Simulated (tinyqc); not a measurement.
Pairing against temperature: dopants and charged point defects at anneal temperature: Fermi-level effect, clustering and pairing. Computed by tinyqc, a small Python program. Command: `OMP_NUM_THREADS=1 python tinyqc.py 3025878 3025879 out.jsonl pairing walk`. One thread of a shared host (Intel(R) Xeon(R) Processor @ 2.30GHz), about 0.01 s of CPU time with the checks.

Boltzmann statistics and full ionisation of active dopants. Energies are counted from the valence band; the defect (a vacancy or self-interstitial) has five charge states, with all degeneracy factors one.

Inputs (values chosen for the exercise, with bands modelled on GaAs):
```
quantity                                        value    unit
site density N_s                              2.9e+22   cm^-3
pair binding energy E_b                          0.53      eV
pair configurations Z                               4       -
impurity diffusion prefactor D_0               0.0055  cm^2/s
impurity migration energy E_m                     0.5      eV
dielectric constant eps                          13.1       -
active dopant density in the stored part N_2    5e+15   cm^-3
```

Dopant: donor. Second part: pairing with a mobile impurity.

Constants: k_B = 8.617333262e-05 eV/K; e^2/(4 pi eps_0) = 14.39964548 eV angstrom.

Method. An oppositely charged mobile impurity (density M) pairs with the dopant: pairs/free = Z (N_2/N_s) exp(E_b/k_B T_2) for M << N_2; capture radius R = e^2/(4 pi eps eps_0 k_B T_2); D_m = D_0 exp(-E_m/k_B T_2); association rate 4 pi R D_m N_2; dissociation rate = association rate/(pairs/free); tau = 1/(sum of both).

Equilibrium and kinetics:
```
T (K)  paired share  time constant (s)  D_m (cm^2/s)  effective D (cm^2/s)
270         0.99981         1.3181e+01    2.5553e-12            4.7406e-16
300         0.99819         1.7050e+00    2.1915e-11            3.9601e-14
340         0.98020         1.9498e-01    2.1327e-10            4.2217e-12
380         0.88061         3.2479e-02    1.2855e-09            1.5348e-10
430         0.52901         3.7402e-03    7.5885e-09            3.5741e-09
480         0.20201         3.9097e-04    3.0945e-08            2.4694e-08
550         0.04722         2.2484e-05    1.4413e-07            1.3732e-07
650         0.00879         9.7627e-07    7.3048e-07            7.2406e-07
```

What follows from these numbers?

Half the impurity is paired at T = E_b/(k_B ln(N_s/(Z N_2))) = 434 K. The time constant at 300 K is 1.7 s. Below 434 K pairs win, and the effective diffusivity has the activation energy E_m + E_b = 1.03 eV; above it the impurity is free and moves with E_m = 0.5 eV.
